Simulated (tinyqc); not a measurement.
Free and trapped electrons in a MOS channel with a dense trap tail: one step of the calculation.

p-type body, charge-sheet picture, full ionisation (an idealisation for deep acceptors), Boltzmann statistics for free electrons. e = Ec - EF at the surface. Acceptor-like traps of density D(E) = D0 + De exp(-E/Ew) at depth E below Ec, from 0 to Eu, hold n_t = integral of D(E)/(1 + exp((e - E)/Vt)). psi = Eg - Vt ln(Nv/Na) - e; N_dep = sqrt(2 eps0 eps_r Na (psi - Vt)/q); n_f = sqrt(N_dep^2 + 2 eps0 eps_r Vt Nc exp(-e/Vt)/q) - N_dep; Vg = Vfb + psi + q (N_dep + n_t + n_f)/Cox, Cox = eps0 eox/tox.

Question. Trapped charge. Trapezoid rule on 13 equal steps from 0 to Eu, f = 1/(1 + exp((e - E)/Vt)).

Inputs (values chosen for the exercise); band and dielectric values close to those of 4H silicon carbide:
- T = 300 K (temperature)
- D0 = 1.2e10 cm^-2 eV^-1 (constant background density of acceptor-like traps)
- De = 1.1e13 cm^-2 eV^-1 (density of the tail at the conduction edge)
- Ew = 0.11 eV (decay energy of the tail)
- Eu = 0.62 eV (depth below Ec down to which the traps reach)
- e = 0.066 eV (Ec - EF at the surface)

Constants: q = 1.602176634e-19 C, kB = 1.380649e-23 J/K, Vt = kB T/q. Results are converted to the units shown.

Wanted: E; D(E) f; n_t.

Answer.

```
point    E (eV)  D(E) f (cm^-2 eV^-1)
0             0             7.9535e11
1      0.047692             2.3569e12
2      0.095385             3.5080e12
3       0.14308             2.8626e12
4       0.19077             1.9383e12
5       0.23846             1.2691e12
6       0.28615             8.2770e11
7       0.33385             5.4082e11
8       0.38154             3.5479e11
9       0.42923             2.3419e11
10      0.47692             1.5602e11
11      0.52462             1.0536e11
12      0.57231             7.2513e10
13      0.62000             5.1224e10
```

n_t = 6.9867e11 cm^-2

Numbers from tinyqc (`OMP_NUM_THREADS=1 python tinyqc.py 2222167 2222168 out.jsonl`; about 0.02 s on one thread of a shared Intel Xeon 2.30GHz).
